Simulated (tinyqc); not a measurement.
WKB tunnelling through a gate dielectric with a two-band (Franz) dispersion, step by step. Values are carried at full precision from step to step, so a last printed digit may differ when a step is redone from the rounded ones.

Constants: hbar^2/2m0 = 3.80998211 eV angstrom^2.

Inputs chosen for the exercise (of the size used for Al2O3 on silicon; the results hold for these values, not for the real material):
```
symbol  value  unit      meaning
phi     2.01   eV        barrier above the electron energy at the emitter
t       44     angstrom  thickness
V       2.3    V         voltage across the layer
Eg      6.9    eV        gap of the dielectric
m       0.34   m0        mass at the conduction edge
```

## Shape of the barrier

Field V/t (1 V/angstrom = 100 MV/cm), the end of the forbidden region x_e = min(t, phi t/V), and u there.

field = 5.23 MV/cm
x_e = 38.4522 angstrom
u(x_e) = 0.000 eV

V >= phi: a triangle, Fowler-Nordheim tunnelling into the conduction band of the dielectric.

## Decay constant through the layer

At depth x the conduction edge lies u(x) = phi - V x/t above the electron. Parabolic: kappa = sqrt(m u/c). Franz: kappa = sqrt(m u (1 - u/Eg)/c), which vanishes at both band edges. c = hbar^2/2m0. T = exp(-2 integral of kappa dx) over the region u > 0; no image force, no prefactor, zero transverse momentum. The region ends at x_e = min(t, phi t/V); x_e < t is the Fowler-Nordheim regime.

Nine points x = j x_e/8.

kappa (1/angstrom):
```
x (angstrom)  u (eV)  parabolic   Franz
0.000         2.0100     0.4235  0.3565
4.807         1.7588     0.3962  0.3420
9.613         1.5075     0.3668  0.3242
14.420        1.2563     0.3348  0.3028
19.226        1.0050     0.2995  0.2768
24.033        0.7538     0.2594  0.2448
28.839        0.5025     0.2118  0.2039
33.646        0.2512     0.1497  0.1470
38.452        0.0000     0.0000  0.0000
```

At the emitter the Franz value is 15.8 % below the parabolic one, the factor sqrt(1 - phi/Eg).

## The integrals by Simpson's rule

Weights 1, 4, 2, 4, 2, 4, 2, 4, 1 times a third of the spacing.

integral of kappa dx: parabolic 10.798, Franz 9.794

## The integrals in closed form

Parabolic: (2/3) sqrt(m/c) (t/V) (phi^(3/2) - u_e^(3/2)). Franz: sqrt(m/c) Eg^(3/2) (t/V) (f(phi/Eg) - f(u_e/Eg)) with f(y) = ((2y - 1) sqrt(y (1 - y)) + arcsin(sqrt y))/4. u_e = max(phi - V, 0). T = exp(-2 I).

integral of kappa dx: parabolic 10.8569, Franz 9.8521

T: parabolic 3.71e-10, Franz 2.77e-09

The two-band dispersion raises T by a factor 7.46.

## Checks

- Franz integral in closed form against adaptive quadrature: both 9.85214.

(tinyqc, `OMP_NUM_THREADS=1 python tinyqc.py 1450530 1450531 out.jsonl`, Intel(R) Xeon(R) Processor @ 2.30GHz, 1 thread, shared host, about 0.01 s.)
